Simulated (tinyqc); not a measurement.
Current of a Schottky diode by thermionic-emission-diffusion theory, and its read-back from I-V-T and C-V data: one step, computed by the program tinyqc.

Full ionisation, no tunnelling, no recombination current. V is the voltage across the junction itself, forward positive.

Problem. Read-back from the I-V curve. N_c(T) = N_c (T/300 K)^(3/2); V_bi = phi_0 - (k_B T/e) ln(N_c(T)/N); surface field F = sqrt(2 e N (V_bi - V - k_B T/e)/(eps eps_0)); image lowering d_phi = sqrt(e F/(4 pi eps eps_0)); effective barrier phi = phi_0 - d_phi - sigma^2 (1 - rho V)/(2 k_B T). Collection velocity v_R = A* T^2/(e N_c(T)); diffusion velocity v_D = mu F; J = e N_c(T) v_R/(1 + v_R/v_D) exp(-phi/k_B T) [exp(e V/k_B T) - 1]. Ideality n = (e/k_B T)/(d ln J/dV) by a central difference of +/- 1 mV; J_0 = J exp(-e V/(n k_B T)); apparent barrier phi_IV = k_B T ln(A* T^2/J_0); a C-V plot gives phi_CV = phi_0, the mean without lowering.

Inputs (values chosen for the exercise, modelled on n-type amorphous oxide): Richardson constant A* = 40.5 A/(cm^2 K^2); effective density of states at 300 K, N_c = 5.2e+18 1/cm^3; permittivity eps = 10; mobility mu = 8.2 cm^2/(V s); barrier without image force phi_0 (mean) = 0.768 eV; doping N = 1.8e+16 1/cm^3; junction voltage V = 0.41 V; temperature T = 300 K; standard deviation sigma = 56 meV; relative change of sigma^2 with bias, rho = 0.58 1/V.

Barrier: Gaussian spread of heights.

Constants: k_B = 8.617333262e-05 eV/K; e = 1.602176634e-19 C; eps_0 = 8.8541878128e-12 F/m.

Give: ideality factor n; extrapolated J_0; apparent barrier phi_IV; phi_CV - phi_IV.

Solution.

ideality factor n = 1.1503

extrapolated J_0 = 3.1561e-06 A/cm^2

apparent barrier phi_IV = 0.71804 eV

phi_CV - phi_IV = 49.960 meV
